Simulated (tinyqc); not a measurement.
Inside a calculation. Method: Luttinger-Kohn k.p, four valence bands. One step of it, computed by the program tinyqc.

Question. Bloch Hamiltonian at k. P = c g1 k^2, Q = c g2 (kx^2 + ky^2 - 2 kz^2), R = c sqrt3 [-g2 (kx^2 - ky^2) + 2i g3 kx ky], S = 2 c sqrt3 g3 (kx - i ky) kz, c = hbar^2/2m = 3.809982 eV angstrom^2; rows [P+Q, -S, R, 0], [-S*, P-Q, 0, R], [R*, 0, P-Q, S], [0, R*, S*, P+Q]. The path ends lie at |k| = 0.07 1/angstrom.

Luttinger parameters chosen for this model; energies are counted downward from the top of the valence band:

| parameter | value | unit |
|---|---|---|
| g1 | 10.920000 |  |
| g2 | 1.680000 |  |
| g3 | 2.350000 |  |

k point k (1/angstrom): 0.015000  0.026000  -0.003000

Give: H(k) at k.

Answer.

H(k) at k (eV), lower triangle (Hermitian):
```
               3/2           1/2           -1/2   -3/2
3/2          0.044
1/2   0.001+0.002i         0.032
-1/2  0.005-0.012i         0.000          0.032
-3/2         0.000  0.005-0.012i  -0.001-0.002i  0.044
```
